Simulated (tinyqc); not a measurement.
Loss and coupling from a measured resonance.

Question. An all-pass ring of radius Rr has F = FSR/FWHM = pi sqrt(a t)/(1 - a t) and Tmin = (a - t)^2/(1 - a t)^2; it is known to be overcoupled (t < a). a = 10^(-al L/20), L = 2 pi Rr, k2 = 1 - t^2, FSR = lam^2/(ng L). Find ng, al and k2.

Inputs (values chosen for the exercise):

| symbol | value | unit | meaning |
|---|---|---|---|
| lam | 1310 | nm | cold resonance wavelength |
| Rr | 7.5 | um | ring radius |

FSR = 8.650064856 nm
FWHM = 34.34835288 pm
Tmin (linear) = 0.01694983792

Solution. The finesse gives the product a t, Tmin the difference |a - t|; the spectrum alone cannot tell which is which.

ng = 4.21
al = 10.0 dB/cm
k2 = 0.0140

Program tinyqc, `OMP_NUM_THREADS=1 python tinyqc.py 2650102 2650103 out.jsonl`; Intel Xeon 2.30GHz, shared host, one thread, about 0.01 s.
